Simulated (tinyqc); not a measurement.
# Worked calculation: on-chip power grid, static voltage drop by conjugate gradients

tinyqc, about 0.1 s, one thread, Intel Xeon 2.30GHz (shared host): `OMP_NUM_THREADS=1 python tinyqc.py 2770231 2770232 out.jsonl` Printed values are rounded.

A grid of 3 rows and 4 columns, node k = 4 row + column. Neighbours in a row are joined by Rx, in a column by Ry; pad nodes, which reach the supply through Rp: 0. Each node draws I0, node 9 draws kh I0. The drops u = Vdd - V solve G u = i, with G the conductance matrix (1/Rp added on the diagonal at pad nodes).

Inputs (values chosen for the exercise): supply voltage Vdd = 1 V; resistance of a horizontal segment Rx = 0.25 ohm; resistance of a vertical segment Ry = 0.12 ohm; resistance from a pad node to the supply Rp = 0.041 ohm; load current of an ordinary node I0 = 3.4 mA; factor on the load at the hot node kh = 8.

## Diagonal of G, loads and first direction

G_kk = sum of the conductances at node k. Start u = 0, so the residual is r = i; z = r/G_kk (Jacobi preconditioner), p = z.

G_kk (S):

|  | col 0 | col 1 | col 2 | col 3 |
|---|---|---|---|---|
| row 0 | 36.7236 | 16.3333 | 16.3333 | 12.3333 |
| row 1 | 20.6667 | 24.6667 | 24.6667 | 20.6667 |
| row 2 | 12.3333 | 16.3333 | 16.3333 | 12.3333 |

r at the start (mA):

|  | col 0 | col 1 | col 2 | col 3 |
|---|---|---|---|---|
| row 0 | 3.4 | 3.4 | 3.4 | 3.4 |
| row 1 | 3.4 | 3.4 | 3.4 | 3.4 |
| row 2 | 3.4 | 27.2 | 3.4 | 3.4 |

p at the start (mV):

|  | col 0 | col 1 | col 2 | col 3 |
|---|---|---|---|---|
| row 0 | 0.0925836 | 0.208163 | 0.208163 | 0.275676 |
| row 1 | 0.164516 | 0.137838 | 0.137838 | 0.164516 |
| row 2 | 0.275676 | 1.66531 | 0.208163 | 0.275676 |

## Iteration 1: conjugate-gradient step

u at the start (mV):

|  | col 0 | col 1 | col 2 | col 3 |
|---|---|---|---|---|
| row 0 | 0 | 0 | 0 | 0 |
| row 1 | 0 | 0 | 0 | 0 |
| row 2 | 0 | 0 | 0 | 0 |

q = G p; with z = r/G_kk: a = (r.z)/(p.q); u(new) = u + a p; r(new) = r - a q; b = (r.z)(new)/(r.z); p(new) = z(new) + b p.

q (mA):

|  | col 0 | col 1 | col 2 | col 3 |
|---|---|---|---|---|
| row 0 | 1.1964 | 1.0484 | 0.3160 | 1.1964 |
| row 1 | -0.2202 | -13.4217 | -1.2788 | -1.7459 |
| row 2 | -4.6322 | 24.1160 | -5.5126 | 1.1964 |

a = 1.44350

u after iteration 1 (mV):

|  | col 0 | col 1 | col 2 | col 3 |
|---|---|---|---|---|
| row 0 | 0.13364 | 0.30048 | 0.30048 | 0.39794 |
| row 1 | 0.23748 | 0.19897 | 0.19897 | 0.23748 |
| row 2 | 0.39794 | 2.40388 | 0.30048 | 0.39794 |

r after iteration 1 (mA):

|  | col 0 | col 1 | col 2 | col 3 |
|---|---|---|---|---|
| row 0 | 1.6730 | 1.8867 | 2.9439 | 1.6730 |
| row 1 | 3.7178 | 22.7742 | 5.2460 | 5.9203 |
| row 2 | 10.0866 | -7.6115 | 11.3574 | 1.6730 |

b = 0.864595

p after iteration 1 (mV):

|  | col 0 | col 1 | col 2 | col 3 |
|---|---|---|---|---|
| row 0 | 0.12560 | 0.29549 | 0.36021 | 0.37400 |
| row 1 | 0.32213 | 1.04245 | 0.33185 | 0.42871 |
| row 2 | 1.05618 | 0.97380 | 0.87533 | 0.37400 |

## Iteration 2: conjugate-gradient step

As before.

q (mA):

|  | col 0 | col 1 | col 2 | col 3 |
|---|---|---|---|---|
| row 0 | 0.7462 | -5.8041 | 0.4401 | -0.4007 |
| row 1 | -7.3606 | 12.5205 | -7.9952 | 1.2992 |
| row 2 | 6.4465 | -0.5077 | 6.1404 | -2.4612 |

a = 2.56356

u after iteration 2 (mV):

|  | col 0 | col 1 | col 2 | col 3 |
|---|---|---|---|---|
| row 0 | 0.45564 | 1.05799 | 1.22391 | 1.35671 |
| row 1 | 1.06329 | 2.87137 | 1.04968 | 1.33649 |
| row 2 | 3.10552 | 4.90028 | 2.54445 | 1.35671 |

r after iteration 2 (mA):

|  | col 0 | col 1 | col 2 | col 3 |
|---|---|---|---|---|
| row 0 | -0.2400 | 16.7658 | 1.8155 | 2.7004 |
| row 1 | 22.5871 | -9.3229 | 25.7423 | 2.5897 |
| row 2 | -6.4395 | -6.3100 | -4.3840 | 7.9825 |

b = 1.88098

p after iteration 2 (mV):

|  | col 0 | col 1 | col 2 | col 3 |
|---|---|---|---|---|
| row 0 | 0.22972 | 1.58229 | 0.78871 | 0.92243 |
| row 1 | 1.69885 | 1.58288 | 1.66781 | 0.93169 |
| row 2 | 1.46453 | 1.44538 | 1.37807 | 1.35071 |

## Course of the conjugate-gradient iteration

Stop when |r| is below 1e-9 mA.

Course of the iteration:

| iteration | largest u (mV) | \|r\| (mA) |
|---|---|---|
| 1 | 2.40388 | 30.1 |
| 2 | 4.90028 | 41.5 |
| 3 | 7.94031 | 41.4 |
| 4 | 9.85441 | 27.9 |
| 5 | 10.8400 | 36.1 |
| 6 | 12.7711 | 17.0 |
| 7 | 13.1476 | 6.90 |
| 8 | 13.3826 | 1.29 |
| 9 | 13.3658 | 0.354 |
| 10 | 13.3690 | 0.0745 |
| 11 | 13.3692 | 0.0336 |
| 12 | 13.3703 | < 1e-11 |

Converged in 12 iterations for 12 unknowns; in exact arithmetic the method needs at most 12. The condition number of the scaled matrix is 74.5. Gauss-Seidel sweeps in node order need 443 to reach the same residual.

## Worst drop, pad currents and power lost

converged u (mV):

|  | col 0 | col 1 | col 2 | col 3 |
|---|---|---|---|---|
| row 0 | 2.6486 | 9.1570 | 11.9643 | 13.0939 |
| row 1 | 6.8686 | 10.5255 | 12.3617 | 13.2282 |
| row 2 | 8.9252 | 12.3599 | 12.8164 | 13.3703 |

Pad current u/Rp; worst drop as a share of Vdd; power lost in the grid and pads sum_k i_k u_k; power delivered sum_k i_k (Vdd - u_k).

worst drop = 13.3703 mV
share of Vdd = 1.33703 %
pad currents (mA): node 0 64.6
power lost = 0.727053 mW
power delivered = 63.8729 mW

The pad currents add up to the total load, 64.60 mA. The worst drop is at node 11, not at the hot node.
